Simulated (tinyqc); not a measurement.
From breathing wavenumber back to size L: Raman line shape of confined optical phonons and breathing modes of small crystals. Computed by tinyqc, a small Python program. Command: `OMP_NUM_THREADS=1 python tinyqc.py 3030683 3030684 out.jsonl confine inv`. One thread of a shared host (Intel(R) Xeon(R) Processor @ 2.30GHz), about 0.02 s of CPU time with the checks.

Confinement in 3 direction(s) lets phonons with q away from zero scatter light. q is in units of 2 pi/a, from 0 to 1, and the branch is isotropic: omega(q)^2 = (omega_0^2 + omega_X^2)/2 + ((omega_0^2 - omega_X^2)/2) cos(pi q). The model and its constant beta are phenomenological; beta = 8 is the common choice.

Inputs (values chosen for the exercise, modelled on silicon): longitudinal velocity = 8940 m/s; transverse velocity = 5420 m/s.

Shape: sphere.

Constants: c = 299792458 m/s.

Method. Lamb: with s = omega R/v_L, R = L/2, the lowest radial mode solves tan(s)/s = 1/(1 - s^2 v_L^2/(4 v_T^2)), s between pi/2 and pi; wavenumber = s v_L/(2 pi c R).

Question. A run gave the result below. Find the size L, known to lie between 8.7 and 25 nm.

breathing wavenumber = 13.56609 1/cm

Answer.

Each step takes the trial c = (a f_b - b f_a)/(f_b - f_a), f being the result less the target and a, b, c the logarithms of the listed values; c replaces end b, the old b replaces a if the sign of f changed, and otherwise f_a is halved.

Scan of the range:

| size L (nm) | breathing wavenumber (1/cm) |
|---|---|
| 8.7 | 27.0542 |
| 10.4 | 22.6319 |
| 12.4 | 18.9816 |
| 14.7 | 16.0117 |
| 17.6 | 13.3734 |
| 21.0 | 11.2082 |
| 25.0 | 9.4149 |

False position (Illinois rule, in the logarithm of the input) inside the bracket:

| step | end a | end b | trial | breathing wavenumber (1/cm) |
|---|---|---|---|---|
| 1 | 14.7000 | 17.6000 | 17.3701 | 13.5504 |
| 2 | 14.7000 | 17.3701 | 17.3334 | 13.5791 |
| 3 | 17.3701 | 17.3334 | 17.3500 | 13.5661 |
| 4 | 17.3334 | 17.3500 | 17.3500 | 13.5661 |

Breathing wavenumber falls at every point of a 13-point scan of the range (every second point is shown), so one value fits; it is bracketed by 14.7 and 17.6. The scan shows a pure power law with exponent -1.000, so scaling from any one row also gives the answer directly. Answer: size L = 17.35 nm.
